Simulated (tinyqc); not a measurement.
Overlap of hydrogenic dopants: pairs, impurity band and the Mott density, step by step. Values are carried at full precision from step to step, so a last printed digit may differ when a step is redone from the rounded ones.

Ry* = Ry m/eps^2, aB = a0 eps/m. For 1s orbitals a distance rho = R/aB apart, in Ry*: overlap S = exp(-rho)(1 + rho + rho^2/3), J = (2/rho)(1 - (1 + rho) exp(-2 rho)) (attraction to the other ion), Kx = 2 (1 + rho) exp(-rho) (exchange of one electron). One electron on a pair has E = -1 - (J +/- Kx)/(1 +/- S), without the repulsion 2/rho of the ions. Hopping after orthogonalisation: t = (Kx - S J)/(1 - S^2), half the splitting. Dopants on a lattice with z neighbours, n = (3 sqrt3/4)/R^3 (bcc), give a band of width B = 2 z t, as on any lattice of two interpenetrating sublattices. Valleys, central cells and disorder are left out.

Constants: Ry = 13.60569312 eV; a0 (Bohr radius) = 0.5291772105 angstrom; hbar = 6.58211957e-16 eV s.

Inputs chosen for the exercise (an isotropic mass and dielectric constant of the size used for acceptors in Si; not measured data):
- m = 0.414 m0 (mass)
- eps = 11.7 (dielectric constant)
- N = 0.022 1/aB^3 (dopant density)
- rho = 3.6 aB (distance of a pair)
- u = 1.25 Ry* (cost of a second electron on one dopant)
- z = 8 (neighbours in the dopant lattice)

## Scales

Form Ry*, aB, and the density N in 1/cm^3 (1/angstrom^3 = 1e24/cm^3).

Ry* = 41.148 meV
aB = 14.955 angstrom
density = 6.578e+18 1/cm^3

## A pair with one electron

Form S, J, Kx, the two levels, t, and the total energy of the lower state with the repulsion, relative to a distant pair (-1).

S, J, Kx: 0.24373  0.55365  0.25138

levels (Ry*): even -1.64727, odd -1.39968

t = 0.12379 Ry*
energy of the pair against a distant one (negative: bound) = -0.09171 Ry*

In this host the pair is 5.4 nm long and its splitting 2t is 10.19 meV.

## The pair with two electrons (two-site Hubbard model)

t is the hopping between the two dopants. Singlet at (u - sqrt(u^2 + 16 t^2))/2 below the triplet at 0; estimate 4 t^2/u; weight of double occupancy (1 - u/sqrt(u^2 + 16 t^2))/2; swap time pi hbar/Jx with Jx the splitting in eV. t and u are in units of Ry*.

singlet-triplet splitting (meV): exact 1.944, 4 t^2/u 2.018

double occupancy = 0.0351
swap time = 1.06 ps

The estimate is 3.8 % too high at 4t/u = 0.40.

## The impurity band at this density

Form R/aB, t, B = 2 z t and N^(1/3) aB. Two estimates of the gap between the Hubbard bands: u - B (rigid bands, closing at B = u) and the Hubbard-III rule, which closes at B = (2/sqrt3) u; give B/u.

R/aB = 3.8940
t = 0.09956 Ry*

B: in Ry* 1.593, in meV 65.550

N^(1/3) aB = 0.2802
B/u = 1.274

Both rules close the gap: a metal (at such spacings hopping beyond nearest neighbours, left out, counts too). Mott's screening rule, N^(1/3) aB = 0.26, puts this density on the metallic side.

## Checks

- Overlap S against numerical integration in elliptic coordinates: both 0.24373.

(tinyqc, `OMP_NUM_THREADS=1 python tinyqc.py 1450323 1450324 out.jsonl`, Intel(R) Xeon(R) Processor @ 2.30GHz, 1 thread, shared host, about 0.01 s.)
